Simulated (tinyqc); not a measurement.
Special k points of the square lattice: sweeps and comparisons. A value that a table varies takes the place of the one given here.

Lattice vectors in units of a: a1 = (1, 0), a2 = (0, 1); reciprocal vectors b_i with a_i . b_j = 2 pi delta_ij. Mesh: k = sum_i f_i b_i with f_i = (2 j_i + shift)/(2 N), j_i = 0 .. N-1. The point group of the lattice has 8 operations; only those that map the mesh onto itself are used.

A_m(k) = sum over the m-th star of lattice vectors R of cos(k . R), stars in order of length: m = 1: |R|^2 = 1, 4 vectors, such as (1, 0) in the basis a_i; m = 2: |R|^2 = 2, 4 vectors, such as (1, 1) in the basis a_i; m = 3: |R|^2 = 4, 4 vectors, such as (2, 0) in the basis a_i; m = 4: |R|^2 = 5, 8 vectors, such as (2, 1) in the basis a_i; m = 5: |R|^2 = 8, 4 vectors, such as (2, 2) in the basis a_i; m = 6: |R|^2 = 9, 4 vectors, such as (3, 0) in the basis a_i. The zone mean of every A_m is zero.

Test function, the lower band of a two-band insulator: E(k) = -sqrt(D^2 + (e0 - t A_1(k))^2).

Inputs chosen for the exercise:

| symbol | value | unit | meaning |
|---|---|---|---|
| D | 2.35 | eV | half gap term |
| t | 1.15 | eV | coupling |
| e0 | 1.55 | eV | offset |
| N | 9 |  | points along each reciprocal vector |
| shift | 0 |  | half steps |

## Mesh size and shift

Errors of the mean of E against the unshifted mesh with N = 96. The fifth column is |R|^2 of the shortest star with a non-zero mean.

Meshes:

| mesh | points | irreducible | operations | \|R\|^2 missed | error (meV) |
|---|---|---|---|---|---|
| 2 Gamma | 4 | 3 | 8 | 4.00 | -557.461 |
| 2 shifted | 4 | 1 | 8 | 4.00 | 643.475 |
| 3 Gamma | 9 | 3 | 8 | 9.00 | -33.354 |
| 3 shifted | 9 | 3 | 8 | 9.00 | 39.876 |
| 4 Gamma | 16 | 6 | 8 | 16.00 | 6.479 |
| 4 shifted | 16 | 3 | 8 | 16.00 | -11.160 |
| 5 Gamma | 25 | 6 | 8 | 25.00 | 0.558 |
| 5 shifted | 25 | 6 | 8 | 25.00 | 0.838 |
| 6 Gamma | 36 | 10 | 8 | 36.00 | -0.682 |
| 6 shifted | 36 | 6 | 8 | 36.00 | 0.386 |
| 8 Gamma | 64 | 15 | 8 | >49 | 0.040 |
| 8 shifted | 64 | 10 | 8 | >49 | -0.035 |
| 10 Gamma | 100 | 21 | 8 | >49 | 0.000 |
| 10 shifted | 100 | 15 | 8 | >49 | 0.003 |

reference mean = -3.45861 eV

The shifted mesh has the smaller error for 2 of 7 values of N and the larger for 5. The cheapest mesh within 1 meV is 5 Gamma, 5 shifted and 6 shifted, with 6 irreducible points. A mesh misses the lattice vectors N (n1 a1 + n2 a2 + ...); the half shift gives each the sign (-1)^(n1 + n2 + ...), so the 4 shortest ones add up to -4 in place of 4: their term only changes sign. The shift keeps the full symmetry; it leaves fewer irreducible points for N = 2, 4, 6, 8 and 10.

## Gap and mesh density

D takes the values listed; errors against the unshifted mesh with N = 192, for unshifted meshes.

Errors (meV):

| D (eV) | reference (eV) | N = 2 | N = 4 | N = 6 | N = 8 |
|---|---|---|---|---|---|
| 0.2 | -2.3056 | -778.314 | -13.970 | -17.781 | 10.889 |
| 0.4 | -2.3520 | -758.214 | -5.963 | -13.071 | 5.562 |
| 0.8 | -2.4999 | -711.010 | 3.879 | -7.221 | 1.585 |
| 1.5 | -2.8770 | -633.773 | 7.835 | -2.512 | 0.235 |
| 2.5 | -3.5707 | -545.603 | 6.143 | -0.545 | 0.031 |
| 4.0 | -4.7905 | -446.058 | 3.519 | -0.076 | 0.003 |

The first listed N from which the error stays below 0.5 meV is none for D = 0.2, none for D = 0.4, none for D = 0.8, 8 for D = 1.5, 8 for D = 2.5, 6 for D = 4 eV. A larger D makes the function smoother, so its Fourier coefficients fall faster with |R|; single entries change sign along a column, so a small error on one coarse mesh can be a cancellation.

## One point for the whole zone

The mean-value (Baldereschi) point is taken at k = (2 pi/a) (0.25, 0.25), that is f = (0.25, 0.25); the reference is the mesh with N = 96.

Single points:

| point | A_1 | A_2 | A_3 | A_4 | E (eV) |
|---|---|---|---|---|---|
| Gamma | 4.000 | 4.000 | 4.000 | 8.000 | -3.8503 |
| mean-value point | 0.000 | 0.000 | -4.000 | 0.000 | -2.8151 |
| zone-face centre b1/2 | 0.000 | -4.000 | 4.000 | 0.000 | -2.8151 |

reference mean = -3.4586 eV

The mean-value point makes A_1, A_2 and A_4 vanish. Its error is +643 meV, against -392 meV at Gamma and +643 meV at b1/2. E is not linear in A_1; its powers hold sums of nearest vectors and a non-zero mean, so this point is not exact. A_1 has the same value at b1/2, and E depends on A_1 alone, so this test cannot tell the two points apart. Gamma comes closer here only by chance, since none of its A_m vanish.

## What moves the zone average

Mean of E over the mesh, and its error against the unshifted mesh with N = 96. Each row changes one parameter from the base and keeps the others.

Results:

| case | mean (eV) | error (meV) | irreducible points |
|---|---|---|---|
| base | -3.4586 | -0.02 | 15 |
| N = 10 | -3.4586 | 0.00 | 21 |
| shift = 1 | -3.4586 | 0.01 | 15 |
| D = 1.645 eV | -2.9686 | -0.13 | 15 |
| t = 1.495 eV | -3.8392 | -0.04 | 15 |

The largest shifts from the base row, up to three for each result and ties (the steps differ in size, so this ranks the rows, not the parameters). mean (eV): D +0.4900, t -0.3806; unchanged at the printed digits by N and shift. error (meV): D -0.11, shift +0.03, t -0.02, N +0.02. irreducible points: N +6; unchanged at the printed digits by shift, D and t.

Program tinyqc; command `OMP_NUM_THREADS=1 python tinyqc.py 1681289 1681290 out.jsonl`; about 0.1 s on one thread of a shared Intel(R) Xeon(R) Processor @ 2.30GHz.
